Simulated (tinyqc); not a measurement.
# Surface potential of a MOS transistor: implicit equation and explicit approximations: what changes with what

p-type body, charge-sheet picture, depletion and inversion only, full ionisation (an idealisation for deep acceptors), Boltzmann statistics (rough once Na exp(x - xn) passes about Nc/7). In units of Vt: xg = (Vg - Vfb)/Vt, x = psi/Vt, G = gamma/sqrt(Vt), xn = (2 phiF + Vc)/Vt. The implicit equation is (xg - x)^2 = G^2 [x - 1 + exp(x - xn)] for x above about 3. Cox = eps0 eox/tox.

Parameters, values chosen for the exercise; band and dielectric values close to those of silicon:
- T = 250 K (temperature)
- Eg = 1.1 eV (band gap)
- eps_r = 11.6 (relative permittivity)
- Nc = 2.13e19 cm^-3 (conduction-band density of states at T)
- Nv = 2.03e19 cm^-3 (valence-band density of states at T)
- eox = 3.9 (relative permittivity of the gate insulator (close to silicon dioxide))
- tox = 5.6 nm (insulator thickness)
- Na = 2.4e17 cm^-3 (acceptor density)
- Vfb = -1 V (flat-band voltage)
- Vc = 0.5 V (channel-body voltage)
- Vg = 1.66 V (gate-body voltage)

Constants: q = 1.602176634e-19 C, kB = 1.380649e-23 J/K, Vt = kB T/q, eps0 = 8.8541878128e-14 F/cm where lengths are in cm. Results are converted to the units shown.

Each table varies one quantity; the others keep the values above.

## Accuracy of the approximations against gate voltage

ni = sqrt(Nc Nv) exp(-Eg/(2 Vt)), Eg in volts; phiF = Vt ln(Na/ni); gamma = sqrt(2 q eps0 eps_r Na)/Cox; VT = Vfb + Vt (xn + G sqrt(xn - 1)). Depletion value a = 1 + [sqrt(G^2/4 + xg - 1) - G/2]^2; inversion value b = xn + ln[(xg - xn)^2/G^2 - xn + 1] and first guess y = min(a, b) - ln(1 + exp(-|a - b|)) if a > xn + 1, else b = y = a; one second-order correction with D = exp(y - xn), p = 2 (xg - y) + G^2 (1 + D), w = (xg - y)^2 - G^2 (y - 1 + D): z = y + 2 w/(p + sqrt(p^2 - 2 (2 - G^2 D) w)), or the Newton step z = y + w/p where the root is not real. N_inv = (Cox Vt G/q) [sqrt(x - 1 + exp(x - xn)) - sqrt(x - 1)] at the root. Lambert form (Cox m Vt/q) W0[(G/(2 m sqrt(xn - 1))) exp((Vg - VT)/(m Vt))], m = 1 + G/(2 sqrt(xn - 1)). Errors under 1e-4 mV, and the linear form below VT, are printed as 0.

Results:
```
Vg (V),psi (V),x - xn,error of y (mV),error of z (mV),N_inv (cm^-2),Cox (Vg - VT)/q (cm^-2),Lambert form (cm^-2)
0.54,1.0727,-15.552,0,0,3245.0,0,2374.1
0.74,1.2374,-7.9065,1.36e-3,0,6.3120e6,0,5.6683e6
0.94,1.4015,-0.29136,2.61,-7.53e-4,1.1985e10,0,1.1991e10
1.34,1.5040,4.4697,8.54,-0.305,1.0815e12,1.5226e12,1.1039e12
1.54,1.5176,5.1005,6.52,-0.124,1.7892e12,2.2924e12,1.8240e12
1.74,1.5274,5.5554,5.40,-0.0675,2.5142e12,3.0621e12,2.5602e12
1.94,1.5352,5.9154,4.66,-0.0424,3.2485e12,3.8319e12,3.3046e12
2.14,1.5417,6.2152,4.14,-0.0290,3.9888e12,4.6016e12,4.0541e12
```

Estimate the missing row, Vg = 1.14 V.

Computed row:
```
Vg (V),psi (V),x - xn,error of y (mV),error of z (mV),N_inv (cm^-2),Cox (Vg - VT)/q (cm^-2),Lambert form (cm^-2)
1.14,1.4806,3.3819,13.1,-1.40,4.1890e11,7.5289e11,4.2795e11
```

With this row back in the table: psi rises from 1.07 to 1.54 V and ends 6.2 Vt above 2 phiF + Vc. Among the rows the first guess is off by at most 13 mV (at Vg = 1.14 V) and the corrected value by at most 1.4 mV. In the last row the linear form is 15 % above N_inv and the Lambert form 1.6 % above it; in the first row the Lambert form is 27 % below it. For Vg = 1.14, 1.34, 1.54, 1.74, 1.94, 2.14 the electron quasi-Fermi level lies less than 2 Vt below the band edge at the surface, or above it, where degeneracy and confinement, left out, matter.

## Effect of the insulator thickness at fixed gate voltage

Same model as above.

Results:
```
tox (nm),psi (V),x - xn,error of y (mV),error of z (mV),N_inv (cm^-2),Cox (Vg - VT)/q (cm^-2),Lambert form (cm^-2)
1.9,1.5737,7.7045,6.35,-0.117,1.0137e13,1.2140e13,1.0452e13
3.5,1.5469,6.4583,5.74,-0.0830,4.6880e12,5.6459e12,4.7982e12
4.8,1.5318,5.7589,5.68,-0.0797,2.9100e12,3.5575e12,2.9687e12
6.6,1.5145,4.9543,6.07,-0.0980,1.5974e12,2.0240e12,1.6250e12
9,1.4919,3.9076,7.74,-0.215,6.7012e11,9.3351e11,6.8009e11
12,1.4453,1.7427,8.50,-0.197,8.8592e10,1.8381e11,8.9640e10
17,1.1744,-10.832,1.67e-4,0,3.4768e5,0,2.6361e5
```

Estimate the missing row, tox = 2.6 nm.

Computed row:
```
tox (nm),psi (V),x - xn,error of y (mV),error of z (mV),N_inv (cm^-2),Cox (Vg - VT)/q (cm^-2),Lambert form (cm^-2)
2.6,1.5602,7.0753,5.99,-0.0957,6.9411e12,8.3152e12,7.1287e12
```

With this row back in the table: As tox goes from 1.9 to 17, psi falls from 1.57 to 1.17 V, x - xn falls from 7.70 to -10.8 and N_inv falls from 1.01e13 to 3.48e5 cm^-2. The Lambert form lies between 0.758 and 1.03 times N_inv. For tox = 1.9, 2.6, 3.5, 4.8, 6.6, 9 the electron quasi-Fermi level lies less than 2 Vt below the band edge at the surface, or above it, where degeneracy and confinement, left out, matter.

Numbers from tinyqc (`OMP_NUM_THREADS=1 python tinyqc.py 2122245 2122246 out.jsonl`; about 0.01 s on one thread of a shared Intel Xeon 2.30GHz).
